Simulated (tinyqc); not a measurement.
# Long-channel MOSFET, surface-potential model: effects of single changes

n-channel transistor on a uniformly doped p-type body, gradual-channel approximation, constant mobility, Boltzmann statistics, full ionisation. Potentials are counted from the neutral body; V is the electron quasi-Fermi potential, Vsb at the source and Vsb + Vds at the drain. Charges are magnitudes per area.

Values chosen for this exercise; material values close to those of gallium nitride: temperature T = 350 K; band gap Eg = 3.44 eV; relative permittivity of the semiconductor eps_r = 9.42; conduction-band density of states at T Nc = 2.91e18 cm^-3; valence-band density of states at T Nv = 5.83e19 cm^-3; acceptor density of the body Na = 1.9e17 cm^-3; relative permittivity of the gate insulator eox = 7.74; insulator thickness tox = 11 nm; flat-band voltage Vfb = -1.94 V; channel mobility mu = 660 cm^2/(V s); gate width W = 10 um; gate length L = 2 um; source-body reverse bias Vsb = 1 V; drain-source voltage Vds = 1.2 V.

Constants: q = 1.602176634e-19 C, kB = 1.380649e-23 J/K, Vt = kB T/q, eps0 = 8.8541878128e-14 F/cm where lengths are in cm. Results are converted to the units shown.

Each table varies one quantity; the others keep the values above.

## Transfer curve from weak to strong inversion

ni = sqrt(Nc Nv) exp(-Eg/(2 Vt)), Eg in volts; phiF = Vt ln(Na/ni); Cox = eps0 eox/tox; gamma = sqrt(2 q eps0 eps_r Na)/Cox. The surface potential psi at channel potential V solves Vgs + Vsb - Vfb - psi = gamma sqrt(G), G = psi - Vt + Vt exp((psi - 2 phiF - V)/Vt). Charge sheet: Qi = Cox gamma [sqrt(G) - sqrt(psi - Vt)]; I = mu (W/L) [integral of Qi dpsi from psi_0 to psi_L (drift) + Vt (Qi0 - QiL) (diffusion)], with psi_0 at V = Vsb and psi_L at V = Vsb + Vds. Pao-Sah: Qi(V) = (Cox gamma/2) integral from 3 Vt to psi of exp((u - 2 phiF - V)/Vt)/sqrt(G(u, V)) du, and I = mu (W/L) integral of Qi dV from Vsb to Vsb + Vds. Square law: VT = Vfb + 2 phiF + gamma sqrt(2 phiF + Vsb), m = 1 + gamma/(2 sqrt(2 phiF + Vsb)), I = mu Cox (W/L) [(Vgs - VT) v - m v^2/2] with v the smaller of Vds and (Vgs - VT)/m, and zero below VT. gm = dI/dVgs of the charge-sheet current.

Results:
```
Vgs (V)	I, charge sheet (uA)	I, Pao-Sah (uA)	drift share (%)	gm/I (1/V)	I, square law (uA)
1.78	3.608e-4	3.622e-4	0.008843	30.28	0
1.87	0.005507	0.005527	0.1347	30.27	0
1.96	0.08273	0.08306	1.952	29.72	0
2.04	0.7949	0.7999	14.33	25.89	2.865
2.13	5.484	5.546	43.31	17.04	19.88
2.22	18.88	19.16	63.13	11.06	52.19
2.39	76.16	77.41	79.41	6.180	155.0
2.48	125.2	127.2	83.53	4.947	231.5
```

Estimate the missing row, Vgs = 2.3 V.

Computed row:
```
Vgs (V)	I, charge sheet (uA)	I, Pao-Sah (uA)	drift share (%)	gm/I (1/V)	I, square law (uA)
2.3	40.28	40.92	72.88	8.137	93.76
```

With this row back in the table: The charge-sheet current rises from 3.61e-4 to 125 uA. In the first row gm/I is 30.3 1/V, a swing of 76.0 mV a decade, against Vt ln 10 = 69.4 mV a decade for an ideal gate; in the last it is 4.95 1/V. Drift passes half of the current at Vgs = 2.22 V among the rows listed (VT = 1.98 V). The charge sheet departs most from Pao-Sah at Vgs = 2.48 V, where it is 1.6 % below it. In the last row the square law is 82 % above Pao-Sah. For Vgs = 2.13 to 2.48 V the surface electron density at the source passes 0.3 Nc, where degeneracy and quantisation, left out here, matter.

## Output curve

Same model as above.

In this table Vgs = 2.28 V.

Output curve:
```
Vds (V)	psi_L (V)	QiL (nC/cm^2)	I, charge sheet (uA)	I, Pao-Sah (uA)	I, square law (uA)
0.05	4.352	72.56	13.98	14.22	27.54
0.1	4.388	47.70	23.74	24.14	49.48
0.15	4.420	26.34	29.72	30.21	65.82
0.19	4.439	13.36	32.27	32.79	74.87
0.24	4.453	4.051	33.59	34.12	81.15
0.29	4.457	0.9033	33.94	34.47	82.23
0.34	4.459	0.1785	34.02	34.55	82.23
0.38	4.459	0.04769	34.03	34.56	82.23
0.43	4.459	0.009105	34.03	34.56	82.23
```

What does the comparison show?

The Pao-Sah current rises from 14.2 to 34.6 uA, while the charge at the drain end falls from 72.6 to 0.00911 nC/cm^2. The current first comes within 1 % of its last value at Vds = 0.29 V among the rows listed; the square law saturates at (Vgs - VT)/m = 0.271 V. Over the last two rows psi_L moves by less than 1 mV: the drain has lost hold of the surface potential, so the current no longer grows. In the last row the charge sheet is 1.5 % below Pao-Sah and the square law 2.38 times it. In every row the surface electron density at the source passes 0.3 Nc, where degeneracy and quantisation, left out here, matter.

Computed by the program tinyqc: `OMP_NUM_THREADS=1 python tinyqc.py 2360101 2360102 out.jsonl`, one thread of a shared Intel Xeon 2.30GHz, about 0.06 s for the whole run.
